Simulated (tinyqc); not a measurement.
Carrier lifetime of a p-type layer with SRH, radiative, Auger and surface recombination: two steps of the calculation.

Uniform excess density dn = dp (no trapping), n = n0 + dn, p = p0 + dn, Boltzmann statistics, full ionisation. Surfaces enter as a rate 2 S dn/d, which holds while diffusion to them is fast.

Inputs (values chosen for the exercise); band and dielectric values those of a made-up semiconductor:
- T = 400 K (temperature)
- Eg = 1.44 eV (band gap)
- Nc = 4.97e19 cm^-3 (conduction-band density of states at T)
- Nv = 3.19e19 cm^-3 (valence-band density of states at T)
- B = 4.75e-15 cm^3/s (radiative coefficient)
- N = 1.9e17 cm^-3 (acceptor density)
- Cn = 1e-31 cm^6/s (Auger coefficient (two electrons))
- Cp = 1.1e-31 cm^6/s (Auger coefficient (two holes))
- Nt = 4.5e10 cm^-3 (trap density)
- sn = 2e-15 cm^2 (capture cross-section for electrons)
- sp = 4e-17 cm^2 (capture cross-section for holes)
- vth = 1.9e7 cm/s (thermal velocity (both carriers))
- Et = 0.63 eV (trap level below the conduction band)
- S = 800 cm/s (surface recombination velocity (both faces))
- d = 1 um (sample thickness)

Constants: q = 1.602176634e-19 C, kB = 1.380649e-23 J/K, Vt = kB T/q. Results are converted to the units shown.

Problem 1. Equilibrium densities and SRH constants. ni = sqrt(Nc Nv) exp(-Eg/(2 Vt)), Eg in volts; majority density N/2 + sqrt(N^2/4 + ni^2), n0 p0 = ni^2; n1 = Nc exp(-Et/Vt), p1 = Nv exp((Et - Eg)/Vt); tn0 = 1/(sn vth Nt), tp0 = 1/(sp vth Nt).

Wanted: ni; n0; p0; n1; p1; tn0; tp0.

Solution 1.

ni = 3.377e10 cm^-3
n0 = 6001 cm^-3
p0 = 1.900e17 cm^-3
n1 = 5.737e11 cm^-3
p1 = 1.987e9 cm^-3
tn0 = 5.848e-4 s
tp0 = 0.02924 s

Problem 2. Lifetime, shares and quasi-Fermi splitting. With e = n p - ni^2 = dn (n0 + p0 + dn): U_SRH = e/(tp0 (n + n1) + tn0 (p + p1)), U_rad = B e, U_Aug = (Cn n + Cp p) e, U_s = 2 S dn/d. tau = dn/U, shares of U, splitting Vt ln(n p/ni^2), radiative efficiency U_rad/U.

converged dn = 1.8117620e14 cm^-3
ni = 3.3765470e10 cm^-3
n0 = 6000.5631 cm^-3
p0 = 1.9e17 cm^-3
n1 = 5.7372761e11 cm^-3
p1 = 1.9871921e9 cm^-3
tn0 = 5.8479532e-4 s
tp0 = 0.029239766 s

Give: tau; shares; quasi-Fermi splitting.

Solution 2.

tau = 6.2475e-8 s
shares (%): SRH 0.010, radiative 0.006, Auger 0.025, surface 99.959
quasi-Fermi splitting = 0.83181 V

Surface recombination takes the largest share. dn is 9.5e-4 times the doping: low injection.

Numbers from tinyqc (`OMP_NUM_THREADS=1 python tinyqc.py 2300106 2300107 out.jsonl`; about 0.01 s on one thread of a shared Intel Xeon 2.30GHz).
